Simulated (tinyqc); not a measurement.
# Gap voltage and exponent from three temperatures

Question. At constant current VBE(T) = Vg0 - a T - eta (kB T/q) ln T, where a is a constant. Find Vg0, eta and dVBE/dT at the middle temperature.

Constants: q = 1.602176634e-19 C, kB = 1.380649e-23 J/K. Results are converted to the units shown.

T (K): [233, 300, 360]
VBE at a constant current (V): [0.7334129866, 0.5887673128, 0.4545653560]

Answer. The relation is linear in Vg0, a and eta, so three points give a linear system; the slope is (VBE - Vg0 - eta kB T/q)/T. eta rests on the curvature of VBE(T) alone, so real fits need accuracy of some tens of microvolts or better.

Vg0 = 1.14 V
eta = 4.20
dVBE/dT = -2.20 mV/K

tinyqc, about 0.03 s, one thread, Intel Xeon 2.30GHz (shared host): `OMP_NUM_THREADS=1 python tinyqc.py 2062127 2062128 out.jsonl`
